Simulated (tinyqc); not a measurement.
The fan of levels: Landau levels with Rashba coupling.

H = (p + eA)^2/2m + aR (sx ky - sy kx) + gs muB B sz/2. With d = 1/2 - gs m/4: E_0 = d hbar wc, and E(N, +/-) = hbar wc [N +/- sqrt(d^2 + 2 N aR^2/(l hbar wc)^2)] for N >= 1.

In a field B along z: l = 1/sqrt((e/hbar) B) is the magnetic length, n_B = B/(h/e) the number of states per area in one level, hbar wc = 2 muB B/m for mass m in m0; 1/angstrom^2 = 1e16/cm^2.

Constants: e/hbar = 1.519267448e-05 1/(T angstrom^2); h/e = 413566.7697 T angstrom^2; muB = 5.788381798e-05 eV/T.

Values chosen for the exercise (near those of an asymmetric InGaAs well; the results hold for these values, not for the real material): m = 0.0446 m0 (mass); gs = -3.94 (g factor); aR = 0.07 eV angstrom (Rashba constant); Bs = (0.5, 1, 2, 4, 8, 12, 16) T (fields).

The four lowest levels against B, with their labels in order.

Levels (meV):

| B (T) | first | second | third | fourth | order |
|---|---|---|---|---|---|
| 0.500 | 0.54 | 0.71 | 1.79 | 2.05 | 1- 0 2- 1+ |
| 1.00 | 1.13 | 1.41 | 3.68 | 4.06 | 1- 0 2- 1+ |
| 2.00 | 2.32 | 2.82 | 7.46 | 8.07 | 1- 0 2- 1+ |
| 4.00 | 4.68 | 5.65 | 15.01 | 16.08 | 1- 0 2- 1+ |
| 8.00 | 9.42 | 11.29 | 30.13 | 32.11 | 1- 0 2- 1+ |
| 12.0 | 14.15 | 16.94 | 45.25 | 48.14 | 1- 0 2- 1+ |
| 16.0 | 18.89 | 22.59 | 60.37 | 64.17 | 1- 0 2- 1+ |

The fourth level grows as B^0.98 over the first two rows and B^1.00 over the last two (1 for a parabolic band without a fixed offset such as a valley splitting, 1/2 for massless Dirac electrons). The order of the levels does not change. The term 2 aR^2/(l hbar wc)^2 falls as 1/B, from 0.044 to 0.001, against d^2 = 0.296.

Program tinyqc; command `OMP_NUM_THREADS=1 python tinyqc.py 1251929 1251930 out.jsonl`; about 0.01 s on one thread of a shared Intel(R) Xeon(R) Processor @ 2.30GHz.
